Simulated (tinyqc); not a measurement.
## Gap voltage and exponent from three temperatures

Question. At constant current VBE(T) = Vg0 - a T - eta (kB T/q) ln T, where a is a constant. Find Vg0, eta and dVBE/dT at the middle temperature.

Constants: q = 1.602176634e-19 C, kB = 1.380649e-23 J/K. Results are converted to the units shown.

T (K): [253, 273, 300]
VBE at a constant current (V): [0.7662077849, 0.7259840051, 0.6709263597]

Answer. The relation is linear in Vg0, a and eta, so three points give a linear system; the slope is (VBE - Vg0 - eta kB T/q)/T. eta rests on the curvature of VBE(T) alone, so real fits need accuracy of some tens of microvolts or better.

Vg0 = 1.189 V
eta = 3.800
dVBE/dT = -2.023 mV/K

Program tinyqc, `OMP_NUM_THREADS=1 python tinyqc.py 2062038 2062039 out.jsonl`; Intel Xeon 2.30GHz, shared host, one thread, about 0.02 s.
